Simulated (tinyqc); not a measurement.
UHF in the sto-3g basis, for H4, spin multiplicity 1, step by step. One step of it, computed by the program tinyqc.

Problem. Iteration 3: DIIS coefficients. Solve [B -1; -1 0][c; lambda] = [0; -1] for the coefficients, which sum to one.

B (overlaps of the stored error matrices):
$$\begin{pmatrix}
1.1551163e-02 & 6.4513708e-03 \\
6.4513708e-03 & 4.8519530e-03
\end{pmatrix}$$

Give: DIIS coefficients.

Solution.

DIIS coefficients: [-0.457, 1.457]
